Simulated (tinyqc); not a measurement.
Self-consistent Fermi level with native defects, at growth and after a quench: one step, computed by the program tinyqc. Command: `OMP_NUM_THREADS=1 python tinyqc.py 3021128 3021129 out.jsonl scfermi walk`. One thread of a shared host (Intel(R) Xeon(R) Processor @ 2.30GHz), about 0.06 s of CPU time with the checks.

Energies are counted from the top of the valence band (VBM); when the gap shrinks with temperature the conduction band moves and the levels stay. The added dopant is taken as fully ionised. D and A draw on one reservoir with opposite signs, as the two vacancies of a compound do.

Problem. After the quench to T. E_g(T) = E_g - slope x max(0, T - 300 K). N_c = 2 M_c (2 pi m_e k_B T/h^2)^(3/2) and N_v = 2 (2 pi m_h k_B T/h^2)^(3/2), masses in units of m_0. n = N_c F_1/2((E_F - E_g)/k_B T), p = N_v F_1/2(-E_F/k_B T). F_1/2(eta) = (2/sqrt(pi)) int_0^infinity sqrt(x)/(1 + exp(x - eta)) dx, by the trapezoid rule in t = sqrt(x) with step 0.02 up to t = 12 (for eta < -12 by exp(eta) - exp(2 eta)/2^(3/2)). After a quench the totals of D and A stay as grown, and each is shared among its charge states with weights exp(-(E_f(q, 0) + q E_F)/k_B T). Net charge = p - n + sum q c_q + N_X; the log ratio is ln(positive charge/negative charge). E_F is the root of the log ratio, by 50 bisections between -0.5 eV and E_g + 0.5 eV.

Inputs (values chosen for the exercise, for a model semiconductor):

| quantity | value | unit |
|---|---|---|
| gap E_g at 300 K | 2.14 | eV |
| slope -dE_g/dT above 300 K | 0.00065 | eV/K |
| electron mass m_e | 0.435 | m_0 |
| valleys M_c | 3 | - |
| hole mass m_h | 0.986 | m_0 |
| dopant density N_X | 2e+17 | cm^-3 |
| growth temperature T_g | 1180 | K |
| temperature of use T | 300 | K |

Added shallow dopant: donor.

total D = 1.672868e+18 cm^-3

total A = 1.609676e+17 cm^-3

E_f(q, E_F = 0) (eV): D(+2) -1.036, D(+1) -0.058, D(0) 1.342, A(0) 1.605, A(-1) 2.417, A(-2) 3.627

Constants: m_0 = 9.1093837015e-31 kg; k_B = 1.380649e-23 J/K; h = 6.62607015e-34 J s; k_B = 8.617333262e-05 eV/K.

Give: E_F after the quench; n after the quench; p after the quench; Frozen defects.

Solution.

E_F after the quench = 1.47 eV

n after the quench = 1.02e+08 cm^-3

p after the quench = 5.85e-06 cm^-3

Frozen defects:

| state | c (cm^-3) | share of its total |
|---|---|---|
| D(+2) | 7.80e+08 | 4.67e-10 |
| D(+1) | 1.22e+17 | 7.29e-02 |
| D(0) | 1.55e+18 | 9.27e-01 |
| A(0) | 8.47e+01 | 5.26e-16 |
| A(-1) | 8.14e+12 | 5.05e-05 |
| A(-2) | 1.61e+17 | 1.00e+00 |
